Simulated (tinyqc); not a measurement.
CCSD on RHF in the sto-3g basis, for H2, spin multiplicity 1, step by step. One step of it, computed by the program tinyqc.

Question. Iteration 2 (converged): orbitals. Diagonalise F' = X^T F X, C = X C', fill 1 alpha and 1 beta electrons from the bottom; D = 2 C_occ C_occ^T. Each column has its largest component positive (the first on a tie).

converged F (hartree):
```
           1H 1s      2H 1s
1H 1s  -0.345916  -0.576895
2H 1s  -0.576895  -0.345916
```

X:
```
           1H 1s      2H 1s
1H 1s   1.220040  -0.438307
2H 1s  -0.438307   1.220040
```

Give: F' = X^T F X; orbital energies; coefficients C; D after iteration 2.

Answer.

F' = X^T F X (hartree):
```
         1        2
1   0.0356  -0.5996
2  -0.5996   0.0356
```

orbital energies (hartree): MO1 -0.5639, MO2 0.6352

coefficients C:
```
          MO1      MO2
1H 1s  0.5528   1.1726
2H 1s  0.5528  -1.1726
```

D after iteration 2:
```
        1H 1s   2H 1s
1H 1s  0.6111  0.6111
2H 1s  0.6111  0.6111
```
